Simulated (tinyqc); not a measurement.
Tight binding, honeycomb lattice, step by step. One step of it, computed by the program tinyqc.

Problem. Levels at k. Diagonalise the Hermitian matrix.

H(k) at k (eV), order A, B:
$$\begin{pmatrix}
0.000000 & -2.247844+0.942939i \\
-2.247844-0.942939i & 0.000000
\end{pmatrix}$$

Give: eigenvalues; weights |c|^2 of the basis functions.

Solution.

eigenvalues (eV): [-2.4376, 2.4376]

weights |c|^2 of the basis functions, order A, B:
$$\begin{pmatrix}
0.5000 & 0.5000 \\
0.5000 & 0.5000
\end{pmatrix}$$
